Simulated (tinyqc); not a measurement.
Inside a calculation. Method: plane-wave Kohn-Sham cycle with exchange-only LDA in a layered model solid. One step of it, computed by the program tinyqc.

Question. Iteration 1: potential. V_H(G) = 4 pi rho(G)/G^2 for G != 0 (uniform background); v_x = -(3 rho/pi)^(1/3); V = V_ext + V_H + v_x; Fourier components f(G_m) = (1/N) sum_j f(x_j) exp(-i G_m x_j).

A solid whose potential varies along x alone (atomic units):
```
parameter                      value
period a                    7.600000
cross-section of the cell  17.000000
electrons per cell                 2
grid points                       16
plane waves -n..n, n               2
k points                           2
V1 in V1 cos(2 pi x/a)     -0.640000
```

density at the start, on the grid x_j = j a/N (e/bohr^3): [0.01547988, 0.01547988, 0.01547988, 0.01547988, 0.01547988, 0.01547988, 0.01547988, 0.01547988, 0.01547988, 0.01547988, 0.01547988, 0.01547988, 0.01547988, 0.01547988, 0.01547988, 0.01547988]

Give: Potentials on the grid; V(G_m), m = 0, 1, 2, ....

Answer.

Potentials on the grid (hartree):
```
x         V_ext     V_H      v_x        V
0.0000  -0.6400  0.0000  -0.2454  -0.8854
0.4750  -0.5913  0.0000  -0.2454  -0.8367
0.9500  -0.4525  0.0000  -0.2454  -0.6980
1.4250  -0.2449  0.0000  -0.2454  -0.4903
1.9000        0  0.0000  -0.2454  -0.2454
2.3750   0.2449  0.0000  -0.2454  -0.0005
2.8500   0.4525  0.0000  -0.2454   0.2071
3.3250   0.5913  0.0000  -0.2454   0.3459
3.8000   0.6400  0.0000  -0.2454   0.3946
4.2750   0.5913  0.0000  -0.2454   0.3459
4.7500   0.4525  0.0000  -0.2454   0.2071
5.2250   0.2449  0.0000  -0.2454  -0.0005
5.7000        0  0.0000  -0.2454  -0.2454
6.1750  -0.2449  0.0000  -0.2454  -0.4903
6.6500  -0.4525  0.0000  -0.2454  -0.6980
7.1250  -0.5913  0.0000  -0.2454  -0.8367
```

V(G_m), m = 0, 1, 2, ... (hartree): [-0.2454, -0.3200, 0.0000, 0.0000, 0.0000]
